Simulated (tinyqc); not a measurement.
Classical Heisenberg spin chain: exact results, Metropolis, heat-bath and over-relaxation steps, and a Monte Carlo run: one step, computed by the program tinyqc. Command: `OMP_NUM_THREADS=1 python tinyqc.py 3130198 3130199 out.jsonl heismc walk`. One thread of a shared host (Intel(R) Xeon(R) Processor @ 2.30GHz), about 0.3 s of CPU time with the checks.

E = -J sum_i s_i . s_(i+1) for unit vectors s_i on an open chain; K = J/(k_B T).

Task: Exact results. Each bond angle is independent, so u = <s_i . s_(i+1)> = coth K - 1/K, <s_i . s_(i+n)> = u^n, correlation length xi = -1/ln|u|, energy per bond -J u, heat capacity per bond c/k_B = 1 - K^2/sinh^2 K, and for the long chain chi = mu^2 (1 + u)/(3 k_B T (1 - u)) per spin.

Inputs (values chosen for the exercise, for a model chain of large moments): coupling J = 29 meV; temperature T = 298 K; moment mu = 2.4 mu_B.

Constants: k_B = 8.617333262e-05 eV/K; mu_B = 5.7883818060e-05 eV/T.

Give: K; u; xi; energy per bond; heat capacity; chi over the Curie value; chi.

Result:

K = 1.1293

u = 0.34788

xi = 0.94705 sites

energy per bond = -10.088 meV

heat capacity = 0.33527 k_B/bond

chi over the Curie value = 2.0669

chi = 0.0089452 mu_B/T per spin
